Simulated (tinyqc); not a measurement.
# Lossy interposer transmission line with skin effect: effects of single changes

A uniform line in a homogeneous dielectric: c = sqrt(er)/(c0 Z0), l = Z0 sqrt(er)/c0 (c0 = 299792458 m/s), g = w c td, w = 2 pi f. The resistance joins its limits as r = sqrt(r_dc^2 + r_hf^2), with r_dc = rho/(wd th), r_hf = kr rho/(2 delta (wd + th)), delta = sqrt(rho/(pi f mu0)), mu0 = 4 pi 1e-7 H/m; this is an interpolation, and internal inductance, up to 0.05 nH/mm at low frequency, is neglected.

Inputs (values chosen for the exercise): width of the strip wd = 3.4 um; thickness of the strip th = 0.69 um; resistivity rho = 2.2 uohm cm; relative permittivity er = 3.5; loss tangent td = 0; lossless impedance sqrt(l/c) Z0 = 50 ohm; factor for crowding and the return path kr = 2; length len = 6.4 mm; source resistance Rg = 25 ohm; load resistance RL = 1e5 ohm; load capacitance CL = 20 fF; frequency f = 3.4 GHz.

Each table varies one quantity; the others keep the values above.

## Line properties against frequency

gamma = sqrt((r + i w l)(g + i w c)) = alpha + i beta, Zc = sqrt((r + i w l)/(g + i w c)), roots with positive real part; loss 8.685889638 alpha in dB; phase velocity w/beta. ZL = 1/(1/RL + i w CL); reflection (ZL - Zc)/(ZL + Zc); Zin = Zc (ZL + Zc tanh(gamma len))/(Zc + ZL tanh(gamma len)); H = V_load/V_source = [Zin/(Zin + Rg)]/[cosh(gamma len) + (Zc/ZL) sinh(gamma len)].

Line properties against frequency:
```
f (GHz)	r (ohm/mm)	r/(w l)	loss (dB/mm)	|Zc| (ohm)	phase velocity over c0	length in wavelengths	|H| (dB)
0.01	9.380	478.5	0.05262	1094	0.03452	0.006184	-0.007380
0.03	9.386	159.6	0.09098	631.6	0.05965	0.01074	-0.007364
0.09	9.403	53.29	0.1567	365.0	0.1026	0.01873	-0.007199
0.3	9.460	16.09	0.2809	200.7	0.1827	0.03505	-0.005406
0.8	9.597	6.119	0.4393	124.5	0.2817	0.06062	0.003615
2	9.916	2.529	0.6316	82.45	0.3920	0.1089	-0.002588
7	11.15	0.8124	0.9053	56.75	0.4997	0.2990	-2.566
20	13.85	0.3532	1.185	51.49	0.5266	0.8108	-5.072
60	19.99	0.1699	1.730	50.36	0.5326	2.405	-9.570
```

r equals w l at 5.51 GHz: below it |Zc| and the delay grow as in an RC line, above it |Zc| tends to Z0 = 50 ohm and the velocity to 1/sqrt(er) = 0.535 c0. The loss goes as f^(0.50) between the first two rows and f^(0.34) between the last two. |H| is -0.00738 dB in the first row and -9.57 dB in the last; between rows it can pass through resonances that the table doesn't show.

## Effect of the loss tangent

Same model as above.

The same in every row: r (ohm/mm) = 10.28; r/(w l) = 1.542.

Effect of the loss tangent:
```
td	loss (dB/mm)	|Zc| (ohm)	phase velocity over c0	length in wavelengths	|H| (dB)
0	0.7493	67.78	0.4488	0.1617	-0.2519
0.001	0.7500	67.78	0.4489	0.1617	-0.2591
0.002	0.7507	67.78	0.4490	0.1617	-0.2663
0.005	0.7528	67.78	0.4494	0.1615	-0.2879
0.01	0.7562	67.78	0.4500	0.1613	-0.3237
0.02	0.7632	67.77	0.4512	0.1609	-0.3953
0.04	0.7771	67.75	0.4536	0.1600	-0.5378
```

What does the table show?

As td goes from 0 to 0.04, the loss rises from 0.749 to 0.777 dB/mm, |Zc| stays near 67.8 ohm and |H| goes from -0.252 to -0.538 dB, with its highest value among the rows, -0.252 dB, at td = 0. In the low-loss estimate the dielectric part g Z0/2 equals the conductor part r/(2 Z0) at td = 1.54.

Program tinyqc, `OMP_NUM_THREADS=1 python tinyqc.py 2810190 2810191 out.jsonl`; Intel Xeon 2.30GHz, shared host, one thread, about 0.01 s.
